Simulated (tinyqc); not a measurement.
# Changing the source-to-wafer distance h

Model: vacuum evaporation: vapour pressure, source flux, thickness distribution, purity and step coverage. Computed by tinyqc, a small Python program. Command: `OMP_NUM_THREADS=1 python tinyqc.py 3113046 3113047 out.jsonl evap sweep`. One thread of a shared host (Intel(R) Xeon(R) Processor @ 2.30GHz), about 0.01 s of CPU time with the checks.

Molecular flow, unit sticking of the metal, no re-evaporation. The background gas is taken as water vapour (18.015 g/mol, collision diameter 0.37 nm) at 300 K.

Inputs (values chosen for the exercise, modelled on gold, with constants for the liquid):
```
quantity                     value    unit
molar mass M                196.97   g/mol
film density rho              19.3  g/cm^3
vapour-pressure constant A   10.85       -
vapour-pressure constant B   18020       K
source temperature T          1770       K
source area                   0.49    cm^2
directionality n                 4       -
wafer radius R                 7.5      cm
background pressure p        1e-05      Pa
sticking of background gas     0.5       -
```

Constants: u = 1.6605390666e-27 kg; k_B = 1.380649e-23 J/K; R = 8.314462618 J/(mol K).

Method:
- log10(p_v/Pa) = A - B/T; flux from the surface Phi = p_v/sqrt(2 pi m k_B T), m = M u.
- Mass loss = Phi x area x m; heat of evaporation = ln(10) R B; d ln Phi/dT = ln(10) B/T^2 - 1/(2 T).
- A small source emits (n + 1) Phi area cos^n(phi)/(2 pi) per solid angle; on a parallel plane at height h and lateral distance l the arrival rate is (n + 1) Phi area/(2 pi h^2) x (1 + (l/h)^2)^(-(n + 3)/2). Growth rate = arrival rate x m/rho, m = M u. The wafer is fixed and centred above the source.
- Mean free path lambda = k_B T_g/(sqrt2 pi d^2 p); unscattered share exp(-h/lambda); gas arrival p/sqrt(2 pi m_g k_B T_g); impurity ratio = sticking x gas arrival/metal arrival; monolayer time = 1e15 cm^-2/(sticking x gas arrival).

One run for each value; columns: (1) source-to-wafer distance h (cm); (2) non-uniformity (max - min)/(max + min) (%); (3) growth rate at the centre (nm/s); (4) share of the material that lands on the wafer, 1 - (1 + (R/h)^2)^(-(n + 1)/2) (%); (5) impurity ratio:
```
(1)     (2)     (3)     (4)      (5)
9    72.725  1.6996  73.243  0.00179
13   46.431  0.8146  51.241  0.00373
19   24.812  0.3814  30.373  0.00796
27   12.935  0.1888  16.958  0.01608
40    6.039  0.0860   8.276  0.03529
57    3.003  0.0424   4.200  0.07167
83    1.423  0.0200   2.012  0.15196
120   0.682  0.0096   0.970  0.31765
```

Over the rows, non-uniformity (max - min)/(max + min) (%) falls from 72.7 to 0.682 (exponent d ln y / d ln x -1.2 between the first rows and -2.0 between the last); growth rate at the centre (nm/s) falls from 1.70 to 0.00956 (exponent d ln y / d ln x about -2.0 throughout); share of the material that lands on the wafer, 1 - (1 + (R/h)^2)^(-(n + 1)/2) (%) falls from 73.2 to 0.970 (exponent d ln y / d ln x -0.97 between the first rows and -2.0 between the last). At the high end the exponent of non-uniformity (max - min)/(max + min) is -1.99, close to -2: the fall-off goes as (R/h)^2. The exponent of growth rate at the centre stays at -2: a point source. The exponent of impurity ratio stays at 2: the metal flux falls as 1/h^2. A longer throw buys uniformity with rate, material use and purity.
